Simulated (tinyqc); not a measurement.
## Mass and degeneracy from charge and saturation current

Question. At high drain voltage only states moving towards the drain are filled: n = (N0/2) F_0(eta), N0 = gv m kB T/(pi hbar^2), F_0(x) = ln(1 + exp x), and I = q (N0/2) vT F_(1/2)(eta) per width, vT = sqrt(2 kB T/(pi m)), F_(1/2)(x) = (2/sqrt(pi)) int_0^infinity u^(1/2)/(1 + exp(u - x)) du. Find eta and m.

Inputs (values chosen for the exercise):
```
symbol,value,unit,meaning
T,300,K,temperature
gv,1,,valley degeneracy
```

Constants: q = 1.602176634e-19 C, kB = 1.380649e-23 J/K, hbar = 1.054571817e-34 J s, m0 = 9.1093837015e-31 kg. Results are converted to the units shown.

n = 2.2442863e11 cm^-2
I = 131.44631 uA/um

Answer. The mass drops out of I^2/(q^2 n) = gv (kB T)^2 F_(1/2)^2/(pi^2 hbar^2 F_0), which rises with eta and so fixes it; n then gives m.

eta = 1.02
m = 0.0313 m0

Program tinyqc, `OMP_NUM_THREADS=1 python tinyqc.py 2400154 2400155 out.jsonl`; Intel Xeon 2.30GHz, shared host, one thread, about 0.02 s.
